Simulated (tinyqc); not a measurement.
The solidus: solid solubility of a dopant against its melt (retrograde solidus), clustering and the electrically active fraction. Computed by tinyqc, a small Python program. Command: `OMP_NUM_THREADS=1 python tinyqc.py 3005389 3005390 out.jsonl retro walk`. One thread of a shared host (Intel(R) Xeon(R) Processor @ 2.30GHz), about 0.01 s of CPU time with the checks.

Inputs (values chosen for the exercise, of the order of those of aluminium in silicon for the solubility):
```
quantity                                   value    unit
melting point of the host T_m               1687       K
heat of melting of the host H_f             50.2  kJ/mol
interaction L of the melt                   -3.7  kJ/mol
enthalpy of transfer from melt to solid H  0.612      eV
entropy of transfer S                      -1.56     k_B
site density N0                            5e+22  1/cm^3
```

Constants: R = 8.314462618 J/(mol K); k_B = 8.617333262e-05 eV/K; e = 1.602176634e-19 C; N_A = 6.02214076e+23 1/mol.

Method. x_l and x_s are atom fractions of the dopant in melt and solid; the solid is dilute. Liquidus of the host: R T ln(1 - x_l) + L x_l^2 = -H_f (1 - T/T_m). Distribution: k = x_s/x_l = exp[L (1 - x_l)^2/(R T)] exp(S/k_B - H/(k_B T)), the first factor being the activity coefficient in the melt. Solubility = x_s N0; at T_m x_l = 0. The largest x_s N0 between 900 K and T_m. For an ideal melt with constant heats the maximum has x_l = H_f/(H + H_f), H in the same units.

largest solubility = 2.93491e+19 1/cm^3

temperature of the maximum = 1423.16 K

Against temperature:
```
T (K)      x_l          k  solubility (1/cm^3)  over the maximum
1000   0.87932  0.0001719           7.5589e+18           0.25755
1100   0.80723  0.0003251           1.3122e+19           0.44709
1200   0.71688  0.0005487           1.9666e+19           0.67008
1300   0.60880  0.0008456           2.5741e+19           0.87706
1400   0.48292  0.0012092           2.9197e+19           0.99480
1500   0.33788  0.0016210           2.7385e+19           0.93309
1580   0.20582  0.0019644           2.0215e+19           0.68879
1640   0.09526  0.0022148           1.0549e+19           0.35943
1675   0.02515  0.0023521           2.9578e+18           0.10078
```

What does the comparison show, and why?

Between the first rows the Arrhenius energy of the solubility is 0.52 eV, against H = 0.612 eV; it shrinks to zero at 1423 K and turns negative beyond. A crystal saturated at the maximum precipitates dopant-rich liquid on cooling and on heating alike. Below a eutectic or compound temperature another phase would set the limit.

Extremes, crossings and ranges named in words are read from the listed rows.
